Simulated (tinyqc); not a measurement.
# CMOS inverter, nodal equation and switching: effect of the temperature

An n-channel pull-down (bn, VTn) and a p-channel pull-up (bp, VTp) share the input Vin and the output node Vout, which carries the load C. Transistor (EKV form, voltages against the body): I = 2 n b Vt^2 [F(vp - Vs) - F(vp - Vd)] from drain to source, F(v) = ln^2(1 + exp(v/(2 Vt))), vp = (Vg - VT + sg |Vd - Vs|)/n. n-channel bodies are at 0; for the p-channel device all voltages are counted down from Vdd. b in uA/V^2 gives I in uA. Static: In = Ip. Transient: C dVout/dt = Ip - In. No velocity saturation, no gate capacitance beyond C.

VM solves In = Ip with Vin = Vout; VIL and VIH are the inputs of gain -1, NML = VIL - Vout(VIH), NMH = Vout(VIL) - VIH. For a step input the delay to Vdd/2 is tHL = C times the integral of dV/(In - Ip) from Vdd/2 to Vdd at Vin = Vdd, and tLH likewise with Ip - In from 0 to Vdd/2 at Vin = 0. Thresholds, gain factors and n are held fixed.

Inputs (values chosen for the exercise):
- Vdd = 0.9 V (supply voltage)
- n = 1.35 (slope factor)
- sg = 0.03 (drain-induced barrier lowering)
- VTn = 0.34 V (n-channel threshold)
- VTp = 0.28 V (p-channel threshold (magnitude))
- bn = 240 uA/V^2 (gain factor of the pull-down transistor)
- bp = 190 uA/V^2 (gain factor of the pull-up transistor)
- C = 3.9 fF (load capacitance)

Constants: q = 1.602176634e-19 C, kB = 1.380649e-23 J/K, Vt = kB T/q. Results are converted to the units shown.

Result of one run:
```
VM (V)	gain at VM	NML (V)	NMH (V)	tHL (ps)	tLH (ps)
0.4676	-33.27	0.3689	0.3341	58.66	60.93
```

Which temperature T gave this result: 220, 250, 280, 370 or 400 K?

T = 400 K.

The whole series:
```
T (K)	VM (V)	gain at VM	NML (V)	NMH (V)	tHL (ps)	tLH (ps)
220	0.4698	-33.33	0.3868	0.3489	58.65	60.87
250	0.4696	-33.33	0.3846	0.3469	58.65	60.88
280	0.4692	-33.33	0.3820	0.3446	58.66	60.89
310	0.4689	-33.33	0.3790	0.3422	58.66	60.90
340	0.4685	-33.32	0.3759	0.3396	58.66	60.91
370	0.4681	-33.30	0.3725	0.3369	58.66	60.92
400	0.4676	-33.27	0.3689	0.3341	58.66	60.93
430	0.4672	-33.19	0.3652	0.3312	58.65	60.93
```

As T goes from 220 to 430 K, VM falls from 0.470 to 0.467 V, the size of the gain stays near 33.3, tHL stays near 58.7 ps and tLH stays near 60.9 ps. The smaller margin is largest, 0.349 V, at T = 220 K among the rows. In every row the overdrive passes 0.5 V, where velocity saturation, left out here, would lengthen the delays of short devices.

Computed by the program tinyqc: `OMP_NUM_THREADS=1 python tinyqc.py 2340087 2340088 out.jsonl`, one thread of a shared Intel Xeon 2.30GHz, about 0.03 s for the whole run.
